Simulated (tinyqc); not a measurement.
What moves the results: six-band k.p model of the valence band of a wurtzite crystal. A value that a table varies takes the place of the one given here.

At k = 0: E1 = D1c + D2c + Te + Le (pure HH); E2, E3 = Le + u +/- sqrt(u^2 + 2 D3c^2), u = (D1c - D2c + Te)/2, D1c = Dcr, D2c = D3c = Dso/3. The weight of LH in state 2 is fL = (E2 - Le)^2/((E2 - Le)^2 + 2 D3c^2). Relative strengths of transitions to the conduction band: for E perpendicular to c (TE) 1/2, fL/2, (1 - fL)/2; for E along c (TM) 0, 1 - fL, fL, with one momentum element for both directions.

Strain of a c-plane layer: exx = eyy = e_par, ezz = -2 (C13/C33) e_par; Le = D1 ezz + D2 (exx + eyy), Te = D3 ezz + D4 (exx + eyy).

Conduction edge: Ec = (top of the unstrained valence band) + Eg + (a1 + D1) ezz + (a2 + D2)(exx + eyy).
Constants: kB = 8.617333262e-05 eV/K.

Values chosen for the exercise (of the order of those of hexagonal CdS; not measured data):
```
symbol  value    unit  meaning
Dcr     0.0217   eV    crystal-field splitting
Dso     0.0632   eV    spin-orbit splitting
Eg      2.575    eV    direct gap at Gamma from the top of the unstrained valence band
a1      -2.91    eV    gap potential along c
a2      -4.47    eV    gap potential in the plane
D1      -1.01    eV
D2      0.96     eV
D3      1.31     eV
D4      -2.76    eV
C13     51       GPa
C33     96       GPa
T       200      K     temperature
e_par   -0.0098        exx = eyy of a c-plane layer
```

## Strain and the order of the valence edges

Edges from the unstrained top. Degree of polarisation (TE - TM)/(TE + TM), each state weighted by exp(E/kT) alone (equal densities of states).

Results:
```
e_par (%)  E1 (meV)  E2 (meV)  E3 (meV)     fL  lowest transition (eV)  polarisation
-2.00          78.4      42.4    -108.8  0.959                  2.5537         0.982
-1.50          58.8      24.6     -95.6  0.934                  2.5590         0.968
-1.00          39.2       8.0     -83.7  0.880                  2.5644         0.931
-0.50          19.6      -5.5     -74.7  0.754                  2.5697         0.814
0.00            0.0     -12.7     -72.2  0.505                  2.5750         0.437
0.50          -19.6     -10.5     -79.0  0.253                  2.5712        -0.275
1.00          -39.2      -1.7     -92.5  0.123                  2.5481        -0.759
1.50          -58.8      10.1    -108.9  0.067                  2.5221        -0.911
2.00          -78.4      23.3    -126.7  0.041                  2.4946        -0.955
```

What does this show, and why?

E1 = E2 requires Dcr + Te = 0, which here falls at e_par = 0.31 %, inside the sweep: state 1 is on top for smaller e_par and state 2 beyond. The polarisation goes from +0.98 to -0.96 and changes sign between 0.00 and 0.50 %; the lowest transition moves by -15 meV per 1 % on average, not monotonically: it peaks at e_par = 0.00 % among these rows. The deformation potentials of this set are rough, and the small net slope can differ from measurement even in sign.

## Crystal field against spin-orbit coupling

No strain; Dcr is varied.

Results:
```
Dcr (meV)  Dcr/Dso  E1 (meV)  E2 (meV)  E3 (meV)  E1 - E2 (meV)  E1 - E3 (meV)     fL
-168.5       -2.67    -147.4       4.6    -194.1         -152.0           46.7  0.023
-84.3        -1.33     -63.2       7.8    -113.2          -71.1           50.0  0.065
-42.1        -0.67     -21.0      11.8     -75.0          -32.9           54.0  0.136
-21.1        -0.33       0.0      15.4     -57.6          -15.4           57.5  0.211
0.0           0.00      21.1      21.1     -42.1            0.0           63.2  0.333
21.1          0.33      42.2      29.8     -29.8           12.4           71.9  0.500
42.1          0.67      63.2      42.1     -21.1           21.1           84.2  0.666
84.3          1.33     105.4      75.1     -11.8           30.3          117.2  0.864
168.5         2.67     189.6     153.2      -5.8           36.3          195.4  0.964
```

What does this show?

At Dcr = 0 the cubic pattern returns: E1 = E2, E3 lies Dso = 63.2 meV lower and fL = 0.333 (1/3). For large positive Dcr, E1 - E2 tends to 2 Dso/3 = 42.1 meV (last row 36.3) and state 2 turns LH-like; for negative Dcr state 2 rises to the top and turns CH-like (98 % in the first row). In every row the two splittings add up to Dcr + Dso and multiply to (2/3) Dcr Dso.

## What each parameter does

Splittings at k = 0 under the strain, fL and the lowest transition. Each row changes one parameter from the base and keeps the others.

Results:
```
case              E1 - E2 (meV)  E1 - E3 (meV)      fL  lowest transition (eV)
base                      30.97         121.66  0.8769                  2.5646
C33 = 76.8 GPa            31.38         124.67  0.8847                  2.5536
Dcr = 0.01736 eV          30.42         117.88  0.8660                  2.5646
D4 = -2.208 eV            29.49         112.33  0.8474                  2.5754
C13 = 61.2 GPa            31.30         124.06  0.8832                  2.5558
e_par = -0.01176          32.44         133.74  0.9043                  2.5625
a1 = -2.328 eV            30.97         121.66  0.8769                  2.5706
D1 = -0.808 eV            30.97         121.66  0.8769                  2.5646
D2 = 1.152 eV             30.97         121.66  0.8769                  2.5646
```

What can be read from the table?

The largest shifts from the base row, up to three for each result and ties (the steps differ in size, so this ranks the rows, not the parameters). E1 - E2 (meV): D4 -1.48, e_par +1.47, Dcr -0.56; unchanged at the printed digits by a1, D1 and D2. E1 - E3 (meV): e_par +12.08, D4 -9.33, Dcr -3.78; unchanged at the printed digits by a1, D1 and D2. fL: D4 -0.0296, e_par +0.0274, Dcr -0.0109; unchanged at the printed digits by a1, D1 and D2. lowest transition (eV): C33 -0.0110, D4 +0.0108, C13 -0.0088; unchanged at the printed digits by Dcr, D1 and D2. D1 and D2 shift all valence edges and the conduction edge alike, so they drop out of splittings and transitions.

Computed by tinyqc, a small Python program: `OMP_NUM_THREADS=1 python tinyqc.py 1080976 1080977 out.jsonl` (the numbers bound the seed that draws the inputs); one thread of a shared host (Intel(R) Xeon(R) Processor @ 2.30GHz), about 0.01 s for the whole set of steps.
